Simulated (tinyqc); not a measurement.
Plane-wave Kohn-Sham cycle with exchange-only LDA in a layered model solid, step by step. One step of it, computed by the program tinyqc.

Question. Iteration 1: Hamiltonian at one k. H(m,m') = (k + G_m)^2/2 delta + V(G_m - G_m'), with V(-G) = V(G).

A solid whose potential varies along x alone (atomic units):

| parameter | value |
|---|---|
| period a | 16.500000 |
| cross-section of the cell | 33.000000 |
| electrons per cell | 2 |
| grid points | 16 |
| plane waves -n..n, n | 2 |
| k points | 4 |
| V1 in V1 cos(2 pi x/a) | -0.130000 |
| V2 in V2 cos(4 pi x/a) | -0.010000 |

V(G_m), m = 0, 1, 2, ... (hartree): -0.151938  -0.065000  -0.005000  0.000000  0.000000

k = 0.125000 2 pi / a

Give: H.

Answer.

H (hartree), lower triangle:
```
        -2      -1      +0      +1     +2
-2   0.103
-1  -0.065  -0.096
+0  -0.005  -0.065  -0.151
+1   0.000  -0.005  -0.065  -0.060
+2   0.000   0.000  -0.005  -0.065  0.175
```
